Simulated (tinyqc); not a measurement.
# Classical nucleation, growth and JMAK kinetics of crystallisation from a melt or glass, step by step

A worked calculation. Computed by tinyqc, a small Python program that keeps every step. Command: `OMP_NUM_THREADS=1 python tinyqc.py 3018555 3018556 out.jsonl nucl walk`. One thread of a shared host (Intel(R) Xeon(R) Processor @ 2.30GHz), about 0.01 s of CPU time with the checks. Intermediate numbers are printed to about 5 digits and carried at full precision; extremes and crossings named in words are read from the listed rows.

A spherical nucleus cap on a flat wall with a sharp interface of isotropic energy gamma; lambda = Omega^(1/3) is the jump distance.

Inputs (values chosen for the exercise, for a model substance):
```
quantity                        value        unit
melting point T_m                1460           K
heat of melting per volume H      733      J/cm^3
interface energy gamma         0.0893       J/m^2
atomic volume Omega              31.6  angstrom^3
temperature T                     949           K
diffusion prefactor D0        4.8e-07       m^2/s
activation energy Q              1.37          eV
contact angle theta               115     degrees
wall area per volume S_v      5.3e+06         1/m
time t                        3.7e-07           s
```

Nucleation: on a flat wall. Driving force: Turnbull (linear).

Constants: e = 1.602176634e-19 C; k_B = 1.380649e-23 J/K; k_B = 8.617333262e-05 eV/K.

## Critical nucleus

Driving force per volume: dG = H (T_m - T)/T_m. Shape factor f = (2 + cos theta)(1 - cos theta)^2/4. W(r) = f [4 pi r^2 gamma - (4/3) pi r^3 dG]; r* = 2 gamma/dG; W* = f 16 pi gamma^3/(3 dG^2); n* = f (4/3) pi r*^3/Omega.

driving force dG = 256.55 J/cm^3

shape factor f = 0.79809

critical radius r* = 0.69616 nm

barrier W* = 0.90303 eV

atoms in the nucleus n* = 35.693

W*/(k_B T) = 11.042

The wall leaves r* unchanged and cuts the barrier to 79.8 % of the homogeneous value. W* equals n* Omega dG/2 = 0.903 eV.

## Steady nucleation rate

D = D0 exp(-Q/(k_B T)); attachment rate k+ = (A*/lambda^2) D/lambda^2 with A* = 2 pi r*^2 (1 - cos theta); Zeldovich factor Z = sqrt(W*/(3 pi k_B T))/n*; sites per volume N = S_v/lambda^2; I = N Z k+ exp(-W*/(k_B T)); lag time = 1/(4 pi Z^2 k+).

diffusivity D = 2.5450e-14 m^2/s

attachment rate k+ = 1.1036e+07 1/s

Zeldovich factor Z = 0.030326

sites N = 5.3025e+25 1/m^3

nucleation rate I = 2.8408e+26 1/(m^3 s)

lag time = 7.8409e-06 s

A rise of gamma by 5 % would change I by a factor of about exp(-W*/(k_B T) (1.05^3 - 1)) = 0.18. Caution: homogeneous nucleation, left out here, would be as fast or faster: the wall offers too few sites or too small a cut in the barrier.

## Growth velocity

Growth (Wilson-Frenkel): u = (D/lambda) [1 - exp(-dG Omega/(k_B T))]. D = D0 exp(-Q/(k_B T)).

growth velocity u = 3.7141e-05 m/s

## Fraction transformed and grain size

JMAK with steady nucleation and growth, nuclei spread at random: extended fraction X_e = (pi/3) I u^3 t^4, X = 1 - exp(-X_e); t_X = [-3 ln(1 - X)/(pi I u^3)]^(1/4); final grains per volume = Gamma(5/4) (3/pi)^(1/4) (I/u)^(3/4), Gamma(5/4) = 0.9064024771. Grain size = (grains per volume)^(-1/3).

extended fraction = 2.8565e-13

fraction X at t = 2.8565e-13

half time t_0.5 = 4.6179e-04 s

grains per volume = 1.3032e+23 1/m^3

grain size = 0.019724 micrometre

t is 8.0e-4 half times: nearly nothing has crystallised. Caution: homogeneous nucleation, left out here, would be as fast or faster. Caution: grains come out smaller than the spacing of the walls, so nuclei are not spread at random as JMAK assumes.

## Nose of the time-temperature curve

JMAK with steady nucleation and growth, nuclei spread at random: extended fraction X_e = (pi/3) I u^3 t^4, X = 1 - exp(-X_e); t_X = [-3 ln(1 - X)/(pi I u^3)]^(1/4); final grains per volume = Gamma(5/4) (3/pi)^(1/4) (I/u)^(3/4), Gamma(5/4) = 0.9064024771. The nose is the T between 0.3 and 0.97 T_m where I u^3 is largest; the time is for X = 1e-6, and the critical cooling rate is estimated as (T_m - T_nose)/t_nose.

nose temperature = 1027.7 K

nose time = 1.1476e-05 s

critical cooling rate = 3.7670e+07 K/s

The nose lies at 0.70 T_m. Rapid quenching of thin ribbons or droplets could reach this. Caution: at the nose the lag time is not small against the nose time, so steady nucleation overstates the critical cooling rate.

## Nucleation and growth against temperature

Grain size = (grains per volume)^(-1/3). Rows are kept where W*/(k_B T) < 70.

Rates:
```
T (K)  W*/(k_B T)  I (1/(m^3 s))     u (m/s)   t_0.5 (s)  grain size (micrometre)
730         7.034     1.1710e+26  3.6108e-07  1.8615e-02               7.7295e-03
803         7.895     3.4198e+26  2.3329e-06  3.5138e-03               9.4269e-03
876         9.159     4.8144e+26  1.0666e-05  1.0318e-03               1.2655e-02
949        11.042     2.8408e+26  3.7141e-05  4.6179e-04               1.9724e-02
1022       13.956     4.9149e+25  1.0359e-04  3.3178e-04               3.9522e-02
1095       18.757     1.1012e+24  2.3910e-04  4.5792e-04               1.2591e-01
1168       27.477     4.3177e+20  4.6491e-04  1.9763e-03               1.0566e+00
1241       45.974     8.6405e+12  7.6108e-04  1.1481e-01               1.0049e+02
```

Among these rows I peaks at 876 K, u at 1241 K and the change is fastest at 1022 K, between the two. Growth has no barrier W*, so it peaks nearer T_m than nucleation. The grain size goes as (u/I)^(1/4), from 0.0077 micrometre at the lowest T to 100 at the highest. Caution: in the coldest rows the nucleus has under 20 atoms or the barrier is under 10 k_B T, where the capillary model and steady rates are only a guide.

Checks made by the program: r* and W* against a numerical maximum of W(r) (relative difference 1e-08).
